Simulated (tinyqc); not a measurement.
# Octagonal on-chip spiral inductor, lumped pi model: effects of single changes

Outer diameter do = di + 2 n wd + 2 (n - 1) sp, mean da = (do + di)/2, fill p = (do - di)/(do + di), length l = 3.314 n da. L = 2.25 mu0 n^2 da/(1 + 3.55 p), mu0 = 4 pi 1e-7 H/m. Rs = rho l/(wd delta (1 - exp(-th/delta))), delta = sqrt(rho/(pi f mu0)). Cs = n wd^2 eps0 eo/hu across the coil. At each end Cox = l wd eps0 eo/(2 ho) leads to the substrate branch Rsi = 2 rs he/(l wd) in parallel with Csi = l wd eps0 11.7/(2 he). With one end grounded Y = 1/(Rs + i w L) + i w Cs + 1/[1/(i w Cox) + 1/(1/Rsi + i w Csi)], w = 2 pi f; Q = -Im Y/Re Y. Eddy currents in neighbouring turns and in the substrate are left out.

Values chosen for this exercise; values of the order met in silicon radio-frequency processes:
- n = 2.5 (number of turns)
- wd = 4 um (line width)
- sp = 2 um (space between turns)
- di = 80 um (inner diameter)
- th = 3.4 um (metal thickness)
- rho = 3 uohm cm (metal resistivity)
- ho = 5.1 um (oxide below the coil)
- hu = 1.1 um (oxide between coil and underpass)
- eo = 3 (relative permittivity of the oxide)
- rs = 10 ohm cm (substrate resistivity)
- he = 30 um (effective spreading depth in the substrate)
- f = 6.6 GHz (frequency)

Constants: eps0 = 8.8541878128e-12 F/m. Results are converted to the units shown.

Each table varies one quantity; the others keep the values above.

## Quality factor against frequency

Apparent inductance Im(1/Y)/w; share of the loss Re(substrate branch)/Re Y.

Results:
```
f (GHz)  Rs (ohm)  w L/Rs      Q  apparent inductance (nH)  loss in the substrate (%)
1.2         3.099   2.672  2.670                     1.099                    0.01732
2           3.593   3.842  3.832                     1.100                     0.1012
3.3         4.262   5.344  5.296                     1.102                     0.5236
5.4         5.165   7.215  6.995                     1.107                      2.178
8.8         6.383   9.514  8.694                     1.118                      6.812
14          7.922   12.20  9.857                     1.143                      15.61
24          10.29   16.09  9.744                     1.229                      31.81
63          16.64   26.13  2.316                     3.381                      67.67
```

Estimate the missing row, f = 39 GHz.

Computed row:
```
f (GHz)  Rs (ohm)  w L/Rs      Q  apparent inductance (nH)  loss in the substrate (%)
39          13.10   20.55  7.348                     1.508                      50.12
```

With this row back in the table: Q goes from 2.67 through a maximum of 9.86 (at f = 14 GHz among the rows listed) to 2.32; the exact peak is 10.1 at 18.1 GHz and Q reaches zero at the self-resonance, 74.1 GHz. The share of the substrate rises from 0.0173 to 67.7 %, and the apparent inductance ends at 3.08 times L. At the peak the substrate takes 22.5 % of the loss. For f = 39, 63 the coil is longer than 0.15 of a wavelength in the oxide, where one lumped section is rough.

## Effect of the metal thickness

Same model as above.

Peak Q and its frequency from a search over f; self-resonance where Im Y = 0; Q at the given f (negative beyond resonance).

The same in every row: L (nH) = 1.098; do (um) = 106.0.

Effect of the metal thickness:
```
th (um)  peak Q  f of the peak (GHz)  self-resonance (GHz)  Q at f
0.5       6.664                27.15                 74.04   3.060
0.9       8.320                23.44                 74.06   4.636
1.5       9.391                20.65                 74.07   6.108
2         9.769                19.41                 74.07   6.832
3         10.03                18.26                 74.07   7.566
4         10.09                17.89                 74.07   7.854
6         10.11                17.74                 74.07   8.012
9         10.11                17.73                 74.07   8.039
```

As th goes from 0.5 to 9, L stays at 1.10 nH, the peak Q rises from 6.66 to 10.1, its frequency falls from 27.2 to 17.7 GHz and the self-resonance stays near 74.1 GHz. Once th exceeds a few skin depths Rs no longer falls.

Numbers from tinyqc (`OMP_NUM_THREADS=1 python tinyqc.py 2302030 2302031 out.jsonl`; about 0.01 s on one thread of a shared Intel Xeon 2.30GHz).
